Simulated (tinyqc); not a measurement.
# Electron mobility in a silicon inversion layer, empirical terms and Matthiessen rule: several studies

Inversion layer of sheet density Ns on a uniformly doped body, under a high-permittivity gate with an interlayer. The mobility terms are empirical power laws with prefactors chosen for the exercise; adding their inverses (Matthiessen) is itself an approximation.

Inputs (values chosen for the exercise); material values close to those of silicon:
- T = 250 K (temperature)
- Eg = 1.13 eV (band gap)
- eps_r = 11.6 (relative permittivity of the semiconductor)
- Nc = 2.15e19 cm^-3 (conduction-band density of states at T)
- Nv = 1.99e19 cm^-3 (valence-band density of states at T)
- Nb = 2.8e18 cm^-3 (body doping)
- Vsb = 0 V (reverse body bias)
- eta = 0.5 (weight of the inversion charge in the effective field)
- Ap = 422 cm^2/(V s) (phonon-limited mobility at 1 MV/cm and 300 K)
- As = 1190 cm^2/(V s) (roughness-limited mobility at 1 MV/cm)
- gs = 2 (exponent of the roughness term)
- Ac = 2300 cm^2/(V s) (Coulomb prefactor)
- Nit = 1.9e12 cm^-2 (charge at the interface)
- Ar = 160 cm^2/(V s) (remote-phonon mobility without interlayer)
- ti = 0.4 nm (interlayer thickness)
- lr = 0.8 nm (decay length of remote phonons)
- Ns = 1.6e12 cm^-2 (inversion density)

Constants: q = 1.602176634e-19 C, kB = 1.380649e-23 J/K, Vt = kB T/q, eps0 = 8.8541878128e-14 F/cm where lengths are in cm. Results are converted to the units shown.

Each table varies one quantity; the others keep the values above.

## Universality: two dopings at the same effective field

ni = sqrt(Nc Nv) exp(-Eg/(2 Vt)), Eg in volts; Ndep = sqrt(2 eps0 eps_r Nb (2 Vt ln(Nb/ni) + Vsb)/q); E = q (Ndep + eta Ns)/(eps0 eps_r), in MV/cm. With t = T/(300 K): muC = Ac (Ns/1e12 cm^-2) t/(Nb/1e17 cm^-3 + Nit/1e11 cm^-2), muP = Ap E^(-1/3) t^(-1.75), muS = As E^(-gs), muR = Ar exp(2 ti/lr)/t; 1/mu is the sum of the inverses. For each E, Ns is chosen to give that field on bodies with Nb = 4e17 and 2.8e18 cm^-3; the last column leaves out muC.

Universality: two dopings at the same effective field:
columns A: E (MV/cm); B: Ns, light body (cm^-2); C: mu, light (cm^2/(V s)); D: Ns, heavy body (cm^-2); E: mu, heavy (cm^2/(V s)); F: without muC (cm^2/(V s))
```
A            B      C         D      E      F
1.01  8.512e12  169.2  7.063e11  25.50  222.2
1.14  1.018e13  167.0  2.373e12  66.05  208.0
1.29  1.210e13  161.8  4.296e12  91.77  192.7
1.46  1.428e13  153.8  6.476e12  105.8  176.6
1.65  1.672e13  143.7  8.912e12  111.2  160.3
1.87  1.954e13  131.7  1.173e13  110.3  143.3
2.11  2.261e13  119.1  1.481e13  105.0  127.1
2.39  2.620e13  105.5  1.840e13  96.60  110.9
```

Read the table: what changes, and by how much?

The heavily doped body has 0.151 of the mobility of the light one in the first row and 0.915 in the last; there they lie 13 % below and 4.8 % below the curve without Coulomb scattering, which depends on E alone. The heavy body leaves that curve at low E because its field comes mostly from depletion charge and few carriers screen.

## Effect of the charge at the interface

Same model as above.

The same in every row: E (MV/cm) = 1.0797; muP (cm^2/(V s)) = 565.95; muS (cm^2/(V s)) = 1020.8; muR (cm^2/(V s)) = 521.91.

Effect of the charge at the interface:
```
Nit (cm^-2)  muC (cm^2/(V s))  mu (cm^2/(V s))
1e10                   109.13           72.329
3.2e10                 108.29           71.956
1e11                   105.75           70.826
3.2e11                 98.291           67.401
1e12                   80.702           58.638
3.2e12                 51.111           41.275
1e13                   23.958           21.551
```

As Nit goes from 1e10 to 1e13 cm^-2, E stays at 1.08 MV/cm and mu falls from 72.3 to 21.6 cm^2/(V s). The Coulomb term is the smallest in the first and the last row.

## Effect of the body doping

Same model as above.

The same in every row: muR (cm^2/(V s)) = 521.91.

Effect of the body doping:
```
Nb (cm^-3)  E (MV/cm)  muC (cm^2/(V s))  muP (cm^2/(V s))  muS (cm^2/(V s))  mu (cm^2/(V s))
2e16          0.19680            159.72            998.17             30726           108.56
4.4e16        0.23376            157.75            942.52             21778           106.81
9.7e16        0.28973            153.56            877.43             14176           103.75
2.1e17        0.37193            145.34            807.34            8602.4           98.509
4.7e17        0.50134            129.40            730.86            4734.6           89.097
1e18          0.68320            105.75            659.22            2549.5           75.291
2.3e18        0.98673            73.016            583.19            1222.2           55.113
5e18           1.4160            44.444            517.04            593.48           35.670
```

As Nb goes from 2e16 to 5e18 cm^-3, E rises from 0.197 to 1.42 MV/cm and mu falls from 109 to 35.7 cm^2/(V s). The Coulomb term is the smallest in the first and the last row.

Program tinyqc, `OMP_NUM_THREADS=1 python tinyqc.py 2510119 2510120 out.jsonl`; Intel Xeon 2.30GHz, shared host, one thread, about 0.01 s.
